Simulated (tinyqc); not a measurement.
# Worked calculation: free and trapped electrons in a MOS channel with a dense trap tail

Computed by the program tinyqc: `OMP_NUM_THREADS=1 python tinyqc.py 2222079 2222080 out.jsonl`, one thread of a shared Intel Xeon 2.30GHz, about 0.02 s for the whole run. Printed values are rounded.

p-type body, charge-sheet picture, full ionisation (an idealisation for deep acceptors), Boltzmann statistics for free electrons. e = Ec - EF at the surface. Acceptor-like traps of density D(E) = D0 + De exp(-E/Ew) at depth E below Ec, from 0 to Eu, hold n_t = integral of D(E)/(1 + exp((e - E)/Vt)). psi = Eg - Vt ln(Nv/Na) - e; N_dep = sqrt(2 eps0 eps_r Na (psi - Vt)/q); n_f = sqrt(N_dep^2 + 2 eps0 eps_r Vt Nc exp(-e/Vt)/q) - N_dep; Vg = Vfb + psi + q (N_dep + n_t + n_f)/Cox, Cox = eps0 eox/tox.

Inputs (values chosen for the exercise); band and dielectric values close to those of gallium nitride:
```
symbol    value         unit                                             meaning
T           475            K                                         temperature
Eg         3.34           eV                                            band gap
eps_r      9.58                                            relative permittivity
Nc      4.62e18        cm^-3              conduction-band density of states at T
Nv      9.28e19        cm^-3                 valence-band density of states at T
eox         3.9                           relative permittivity of the insulator
tox          71           nm                                 insulator thickness
Na         4e16        cm^-3                                    acceptor density
Vfb       -2.77            V            flat-band voltage without trapped charge
D0       2.4e11  cm^-2 eV^-1  constant background density of acceptor-like traps
De       6.6e13  cm^-2 eV^-1          density of the tail at the conduction edge
Ew         0.08           eV                            decay energy of the tail
Eu          0.9           eV        depth below Ec down to which the traps reach
mf          170   cm^2/(V s)                          mobility of free electrons
e         0.181           eV                              Ec - EF at the surface
```

Constants: q = 1.602176634e-19 C, kB = 1.380649e-23 J/K, Vt = kB T/q, eps0 = 8.8541878128e-14 F/cm where lengths are in cm. Results are converted to the units shown.

## Trapped charge

Trapezoid rule on 15 equal steps from 0 to Eu, f = 1/(1 + exp((e - E)/Vt)).

E, point 0 to 15 (eV): [0, 0.06, 0.12, 0.18, 0.24, 0.3, 0.36, 0.42, 0.48, 0.54, 0.6, 0.66, 0.72, 0.78, 0.84, 0.9]
D(E) f, point 0 to 15 (cm^-2 eV^-1): [7.86166e11, 1.55350e12, 2.75209e12, 3.55422e12, 2.85133e12, 1.69934e12, 9.61072e11, 5.84634e11, 4.03326e11, 3.17229e11, 2.76494e11, 2.57241e11, 2.48145e11, 2.43847e11, 2.41817e11, 2.40858e11]
n_t = 9.87468e11 cm^-2

With 1600 steps n_t = 9.902e11 cm^-2; the coarse value is 0.28 % below it.

## Charges and gate voltage

psi, N_dep, n_f and Vg as defined, with the n_t given; free share n_f/(n_f + n_t); apparent mobility mf n_f/(n_f + n_t); gate voltage spent on traps q n_t/Cox.

psi = 2.84180 V
N_dep = 1.08916e12 cm^-2
n_f = 1.09853e10 cm^-2
Vg = 6.94892 V
free share = 1.10024 %
apparent mobility = 1.87040 cm^2/(V s)
gate voltage spent on traps = 3.25296 V
